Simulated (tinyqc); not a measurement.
# Film and buried-oxide thickness from two coupling ratios

Question. In a depleted film -dVT/dVb is k1 = Cs Cbox/(Cox (Cs + Cbox)) for a front channel and k2 = Cbox (Cox + Cs)/(Cox Cs) for a back channel, with Cox = eps0 eox/tox, Cs = eps0 eps_r/ts, Cbox = 3.9 eps0/tb. Find ts and tb.

Parameters, values chosen for the exercise; band and dielectric values close to those of silicon: relative permittivity eps_r = 11.7; relative permittivity of the gate insulator (close to silicon nitride) eox = 7.51; insulator thickness tox = 4 nm.

coupling ratios for a front and a back channel: 0.044196391  0.14133094

Solution. With y = Cox/Cs and z = Cox/Cbox, 1/k1 = y + z and k2 = (1 + y)/z, so y = (k2/k1 - 1)/(1 + k2); the thicknesses follow from y and z.

ts = 12.0 nm
tb = 43.0 nm

Computed by the program tinyqc: `OMP_NUM_THREADS=1 python tinyqc.py 2190123 2190124 out.jsonl`, one thread of a shared Intel Xeon 2.30GHz, about 0.5 s for the whole run.
